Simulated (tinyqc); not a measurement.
Floating body of a partially depleted SOI transistor: body voltage and kink: one step of the calculation.

Source at 0 V. Channel current Ic = 2 nf K Vt^2 [F(0) - F(Vd)](1 + la Vd), F(V) = ln^2(1 + exp((Vg - VT - nf V)/(2 nf Vt))), VT = VT0 - gb Vb. Saturation voltage Vs = 2 Vt sqrt(F(0)) + 3 Vt, excess Ve = (Vd - Vs + sqrt((Vd - Vs)^2 + 0.0004 V^2))/2, multiplication M1 = Ai Ve exp(-Bl/Ve). Each junction passes D(v) = J1 (exp(v/Vt) - 1) + J2 (exp(v/(2 Vt)) - 1). Bipolar current Ib = bb J1 (exp(Vb/Vt) - 1). The body settles where M1 (Ic + Ib) = D(Vb) + D(Vb - Vd) + Vb/Rb; drain current Id = (1 + M1)(Ic + Ib) - D(Vb - Vd).

Question. New Vb. Current into the body I_in = M1 (Ic + Ib) - D(Vb - Vd), current out I_out = D(Vb) + Vb/Rb; f = ln(I_in/I_out), s = df/dVb by central differences over 1e-5 V, Vb(new) = Vb - f/s.

Inputs (values chosen for the exercise); values of the order met in partially depleted silicon-on-insulator transistors: temperature T = 398 K; threshold at zero body voltage VT0 = 0.53 V; fall of the threshold per volt of body voltage gb = 0.14; slope factor nf = 1.38; gain factor per width K = 570 uA/(V^2 um); channel-length modulation factor la = 0.02 1/V; impact-ionisation prefactor Ai = 3.14 1/V; impact-ionisation voltage Bl = 6.9 V; diffusion saturation current of each junction J1 = 2.4e-9 uA/um; recombination saturation current of each junction J2 = 1e-7 uA/um; gain of the lateral bipolar transistor on the diffusion current bb = 0; resistance of a weak body tie to the source (1e9 stands for no tie, and the term is then dropped) Rb = 20000 kohm um; gate voltage Vg = 0.99 V; drain voltage Vd = 1.1 V.

Constants: q = 1.602176634e-19 C, kB = 1.380649e-23 J/K, Vt = kB T/q. Results are converted to the units shown.

Vb at the start = 0.03 V

Give: Ic; Ve; M1; I_in; I_out; f; s; Vb after iteration 1.

Answer.

Ic = 45.618 uA/um
Ve = 0.66038 V
M1 = 6.0112e-5
I_in = 0.0027423 uA/um
I_out = 0.0015001 uA/um
f = 0.60328
s = -34.481 1/V
Vb after iteration 1 = 0.047496 V

Range of the model: The multiplication law is an empirical form chosen for the exercise; self-heating and capacitive coupling to the body are left out, and the linear laws are rough once Vb passes about 0.7 V or M1 about 0.1.

tinyqc, about 0.2 s, one thread, Intel Xeon 2.30GHz (shared host): `OMP_NUM_THREADS=1 python tinyqc.py 2182188 2182189 out.jsonl`
